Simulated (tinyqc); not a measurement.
Anisotropic elasticity and sound waves of a cubic crystal: one step, computed by the program tinyqc. Command: `OMP_NUM_THREADS=1 python tinyqc.py 3012446 3012447 out.jsonl cubicelastic walk`. One thread of a shared host (Intel(R) Xeon(R) Processor @ 2.30GHz), about 0.01 s of CPU time with the checks.

Voigt order 1..6 = xx, yy, zz, yz, xz, xy, with engineering shear strains. The rotated frame has x' as named, z' along the wafer normal and y' = z' x x'.

Task: Moduli along the axes of the frame. Invert C' to S'. E along x' = 1/S'11, along y' = 1/S'22; Poisson ratios nu(x'y') = -S'12/S'11 and nu(x'z') = -S'13/S'11; in-plane shear modulus 1/S'66.

Frame: (001) wafer, x' along [110].

C' (GPa), rows 1, 2, 3, 4, 5, 6:
$$\begin{pmatrix}
155.35 & 5.95 & 50.30 & 0.00 & 0.00 & 0.00 \\
5.95 & 155.35 & 50.30 & 0.00 & 0.00 & 0.00 \\
50.30 & 50.30 & 111.00 & 0.00 & 0.00 & 0.00 \\
0.00 & 0.00 & 0.00 & 74.70 & 0.00 & 0.00 \\
0.00 & 0.00 & 0.00 & 0.00 & 74.70 & 0.00 \\
0.00 & 0.00 & 0.00 & 0.00 & 0.00 & 30.35
\end{pmatrix}$$

Give: E along x'; E along y'; nu(x'y'); nu(x'z'); in-plane shear modulus.

Result:

E along x' = 130.4 GPa

E along y' = 130.4 GPa

nu(x'y') = -0.1271

nu(x'z') = 0.5107

in-plane shear modulus = 30.35 GPa

E is the same along x' and y'. At least one Poisson ratio is negative: pulled along x', the crystal widens in that direction.
